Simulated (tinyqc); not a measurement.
A six-terminal Hall bar with edge channels and a constriction, Landauer-Buettiker equations: two steps of the calculation.

Contacts 1 (source) and 4 (drain) end the bar; 2 and 3 lie on the upper edge, 6 and 5 on the lower edge, with a constriction between 2 and 3 (and between 6 and 5). Carriers run 1 to 2 to 3 to 4 to 5 to 6 to 1 in M channels. The constriction passes Tc from 2 to 3 and from 5 to 6, and turns M - Tc from 2 to 6 and from 5 to 3. Signs are those of positive carriers; V4 = 0.

Values chosen for this exercise: edge channels, spin counted singly M = 3; summed transmission of the constriction Tc = 2.45; current from contact 1 to contact 4 I = 10 nA.

Constants: q = 1.602176634e-19 C, h = 6.62607015e-34 J s. Results are converted to the units shown.

Question 1. Voltages. I_i = (q^2/h) [M V_i - sum_j T_ij V_j], with I_1 = I, V_4 = 0 and no current at 2, 3, 5, 6.

T_ij:
```
	1	2	3	4	5	6
1	0	0	0	0	0	3
2	3	0	0	0	0	0
3	0	2.45	0	0	0.55	0
4	0	0	3	0	0	0
5	0	0	0	3	0	0
6	0	0.55	0	0	2.45	0
```

Wanted: V.

Answer 1.

V, contact 1 to 6 (uV): 105.4  105.4  86.0  0.0  0.0  19.3

Question 2. Resistances. R(a,b) = (V_a - V_b)/I.

V, contact 1 to 6 (uV): 105.35840  105.35840  86.04269  0.00000  0.00000  19.31571

Wanted: resistances.

Answer 2.

resistances (kohm): R(1,4) 10.54, R(2,3) 1.93, R(2,6) 8.60, R(2,5) 10.54, R(3,6) 6.67

In units of h/q^2: R(1,4) = R(2,5) = 1/Tc, R(2,3) = 1/Tc - 1/M, R(2,6) = 1/M, R(3,6) = 2/M - 1/Tc.

Computed by the program tinyqc: `OMP_NUM_THREADS=1 python tinyqc.py 2700107 2700108 out.jsonl`, one thread of a shared Intel Xeon 2.30GHz, about 0.01 s for the whole run.
